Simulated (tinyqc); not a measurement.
# Resistive crossbar, vector-matrix product with wire resistance, step by step

Program tinyqc, `OMP_NUM_THREADS=1 python tinyqc.py 2880036 2880037 out.jsonl`; Intel Xeon 2.30GHz, shared host, one thread, about 0.02 s. Printed values are rounded.

2 rows and 2 columns. Cell (i, j) joins row node wij to column node bij. Each row is driven at its left end through one wire segment rw; neighbouring nodes along a row or a column are joined by rw; each column ends below the last row in one more rw and a virtual ground, where its current is read. Ideal output: I_j = sum_i V_i G_ij.

Parameters, values chosen for the exercise: wire resistance between neighbouring cells rw = 20 ohm; input voltages of the rows V = [0.21, 0.39] V.

## The nodal equations

cell conductances G (uS):
```
       column 1  column 2
row 1        28        59
row 2       110        27
```

Kirchhoff current law at every node, A x = b: A holds the sum of the conductances at a node on the diagonal and minus the conductance between two nodes off it (wire conductance 1/rw); b = V_i/rw at the first node of row i.

A (uS):
```
            w11       w12         w21       w22       b11       b12         b21         b22
w11  1.000280e5    -50000           0         0       -28         0           0           0
w12      -50000  50059.00           0         0         0       -59           0           0
w21           0         0  1.001100e5    -50000         0         0        -110           0
w22           0         0      -50000  50027.00         0         0           0         -27
b11         -28         0           0         0  50028.00         0      -50000           0
b12           0       -59           0         0         0  50059.00           0      -50000
b21           0         0        -110         0    -50000         0  1.001100e5           0
b22           0         0           0       -27         0    -50000           0  1.000270e5
```

b (uA): w11 10500, w12 0, w21 19500, w22 0, b11 0, b12 0, b21 0, b22 0

## Node voltages and column currents

Solve A x = b; I_j = b2j/rw.

row nodes (mV): w11 209.6370, w12 209.3907, w21 388.9368, w22 388.7271
column nodes (mV): b11 1.087102, b12 0.7021714, b21 0.9703142, b22 0.4559189
column currents (uA): column 1 48.51571, column 2 22.79595

## Error against the ideal product

Ideal I_j = sum_i V_i G_ij; error = I/ideal - 1.

ideal currents (uA): column 1 48.78, column 2 22.92
error (%): column 1 -0.5418, column 2 -0.5412

The largest error is in column 1. All currents fall short, since the wires take part of the voltage.
